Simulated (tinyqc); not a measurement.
Esaki diode in forward bias, two-band WKB: one step of the calculation.

Abrupt p-n junction, depletion approximation. Energies E are counted from the conduction-band edge of the neutral n side; its Fermi level lies at dn, that of the p side at dn - V, and the valence-band edge of the neutral p side at Em = dn + dp - V. Tunnelling needs 0 < E < Em. Two-band dispersion with equal masses m: inside the gap kappa = sqrt(m u (1 - u/Eg)/C), u the distance from a band edge, C = hbar^2/(2 m0).

Problem. Current density on a coarse grid. J = KJ exp(-S) Eb times the integral from 0 to Em of [f(E - dn) - f(E - dn + V)] [1 - exp(-min(E, Em - E)/Eb)] dE, f(x) = 1/(1 + exp(x/Vt)), with S and Eb from the mean field; J > 0 flows from p to n. KJ = (2 q^2/h) m/(4 pi C) (times 1e14 for A/cm^2 per eV^2). Simpson's rule on nE equally spaced points from 0 to Em.

Inputs (values chosen for the exercise); band and dielectric values close to those of In0.53Ga0.47As:
```
symbol  value  unit                               meaning
T          77     K                           temperature
m       0.039    m0  band-edge mass of the two-band model
V       0.074     V                    bias of the p side
nE         11                   points of the energy grid
```

Constants: q = 1.602176634e-19 C, kB = 1.380649e-23 J/K, hbar = 1.054571817e-34 J s, h = 6.62607015e-34 J s, m0 = 9.1093837015e-31 kg, Vt = kB T/q, hbar^2/(2 m0) = 0.0380998212 eV nm^2. Results are converted to the units shown.

dn = 0.26948989 eV
dp = 0.057697793 eV
S = 9.9233878
Eb = 18.869564 meV

Wanted: E; difference of the f; transverse factor; integral; KJ; J.

Solution.

```
point  E (eV)  difference of the f  transverse factor
0      0.0000               0.0000             0.0000
1      0.0253               0.0000             0.7386
2      0.0506               0.0000             0.9317
3      0.0760               0.0000             0.9821
4      0.1013               0.0000             0.9953
5      0.1266               0.0000             0.9988
6      0.1519               0.0014             0.9953
7      0.1772               0.0600             0.9821
8      0.2026               0.7434             0.9317
9      0.2279               0.9906             0.7386
10     0.2532               0.9209             0.0000
```

integral = 0.03840 eV
KJ = 6.311e8 A/(cm^2 eV^2)
J = 22.42 A/cm^2

Range of the model: Parabolic densities of states, no band tails and no gap narrowing, all of which matter at such doping.

Numbers from tinyqc (`OMP_NUM_THREADS=1 python tinyqc.py 2620085 2620086 out.jsonl`; about 0.01 s on one thread of a shared Intel Xeon 2.30GHz).
